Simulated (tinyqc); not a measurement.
Valley splitting of a silicon quantum well in envelope theory: sweeps and comparisons. A value that a table varies takes the place of the one given here.

The well lies at 0 < z < L; U(z) = V0 [1/(1 + exp(z/w)) + 1/(1 + exp((L - z)/w))] - e F z, 1 mV/nm = 1e-4 eV/angstrom. The envelope psi solves -(c/ml) psi'' + U psi = E psi, c = hbar^2/2m0, by three-point differences on a grid of 0.1 angstrom from -40 to L + 40 angstrom. The two valleys at +/- k0 couple through D = C0 times the integral of exp(-i q z) U(z) psi^2, q = 2 k0 (2 pi/a), and split by Ev = 2|D|.

Random alloy: with Y(z) = Yw + (Yb - Yw) B(z), B the bracket in U, and in-plane density exp(-r^2/ad^2)/(pi ad^2), D gains a random complex part of variance sigma^2 = (C0^2/pi)(a^2 V0/(8 ad (Yb - Yw)))^2 (4/a) times the integral of psi^4 Y (1 - Y). Alone it gives a mean splitting sqrt(pi) sigma; together with the smooth part the rms splitting is 2 sqrt(|D|^2 + sigma^2).

Constants: hbar^2/2m0 = 3.80998211 eV angstrom^2.

Values chosen for the exercise (near those of a strained Si well in SiGe; shifted at random, so the results belong to these values and not to a real crystal): L = 108 angstrom (well width); V0 = 0.18 eV (conduction offset); ml = 0.917 m0 (mass along z); F = 3.1 mV/nm (field pressing towards the upper interface); k0 = 0.842 2 pi/a (valley position); a = 5.431 angstrom (lattice constant); C0 = 0.272 (Bloch overlap factor); Yb = 0.28 (Ge share of the barrier); Yw = 0.05 (Ge share of the well); ad = 150 angstrom (dot radius); ws = (0.3, 0.5, 1, 1.4, 2, 3, 5) angstrom (interface widths); Ls = (108, 109.4, 110.7, 112.1, 113.4, 114.8, 116.1, 117.5) angstrom (widths in steps of one atomic layer, a/4, rounded to the grid); F2 = 0.5 mV/nm (second field, zero or weak); w1 = 0.7 angstrom (interface width for this table); w = 0.4 angstrom (interface width parameter).

## Sharpness of the interface

The smooth part 2|D| and the disorder part against w, beside y/sinh(y) with y = pi q w. The 12 to 88 % width of the step is 4w.

Results:
```
w (angstrom)  4w (angstrom)  2|D| (micro-eV)  y/sinh(y)  sqrt(pi) sigma (micro-eV)
0.3                     1.2            51.88       0.60                      129.9
0.5                     2.0            24.98       0.29                      129.9
1.0                     4.0             2.38      0.027                      129.9
1.4                     5.6             0.30     0.0033                      129.9
2.0                     8.0             0.01    0.00012                      129.9
3.0                    12.0             0.00    3.9e-07                      129.9
5.0                    20.0             0.00    3.1e-12                      130.5
```

The smooth part needs a Fourier component of U psi^2 at a wavelength of 3.23 angstrom; from the first row to the third it falls by a factor 21.8, while y/sinh(y) falls by 22.3 (the envelope near the step and the phase between the two interfaces change too). The disorder part goes from 129.9 to 130.5 micro-eV. It exceeds the smooth part in every row.

## Adding atomic layers

The smooth splitting Ev = 2|D| with w = w1, at the field F2 and at F.

Results:
```
L (angstrom)  q L mod 2 pi  Ev at F2 (micro-eV)  Ev at F (micro-eV)
108.0                 3.06                 2.57                10.3
109.4                 5.79                 3.25                10.3
110.7                 2.04                 1.70                10.3
112.1                 4.77                 3.32                10.3
113.4                 1.02                 1.93                10.3
114.8                 3.75                 2.79                10.3
116.1                 6.28                 2.59                10.3
117.5                 2.72                 2.01                10.3
```

At F2 the splitting swings between 1.7 and 3.32 micro-eV, a ratio of 1.95, as the two interfaces add with the phase q L, which advances on average by 2.65 rad a layer. At F the ratio is 1.00, where in the first row psi^2 at the upper interface is 270 times that at the lower one: one interface dominates and the interference fades.

## What each parameter does

Orbital spacing, psi^2 at z = L, the smooth splitting and sigma; V0 is held fixed when Yw changes. Each row changes one parameter from the base and keeps the others.

Results:
```
case               E2 - E1 (meV)  psi^2(L) (1e-3/angstrom)  2|D| (micro-eV)  sigma (micro-eV)
base                       13.46                     1.684            36.94              73.3
ad = 190 angstrom          13.46                     1.684            36.94              57.8
Yw = 0.08                  13.46                     1.684            36.94             104.9
L = 114 angstrom           13.22                     1.681            36.79              73.2
V0 = 0.225 eV              13.53                     1.338            36.84              91.6
w = 0.28 angstrom          13.46                     1.705            55.09              73.3
F = 4.65 mV/nm             17.00                     2.521            55.34              78.2
k0 = 0.822 2 pi/a          13.46                     1.684            39.24              73.3
C0 = 0.326                 13.46                     1.684            44.27              87.8
```

The largest shifts from the base row, up to three for each result and ties (the steps differ in size, so this ranks the rows, not the parameters). E2 - E1 (meV): F +3.53, L -0.25, V0 +0.06; unchanged at the printed digits by ad, Yw, w, k0 and C0. psi^2(L) (1e-3/angstrom): F +0.837, V0 -0.345, w +0.022; unchanged at the printed digits by ad, Yw, k0 and C0. 2|D| (micro-eV): F +18.39, w +18.15, C0 +7.33; unchanged at the printed digits by ad and Yw. sigma (micro-eV): Yw +31.6, V0 +18.4, ad -15.4; unchanged at the printed digits by w and k0.

Computed by tinyqc, a small Python program: `OMP_NUM_THREADS=1 python tinyqc.py 1252556 1252557 out.jsonl` (the numbers bound the seed that draws the inputs); one thread of a shared host (Intel(R) Xeon(R) Processor @ 2.30GHz), about 0.2 s for the whole set of steps.
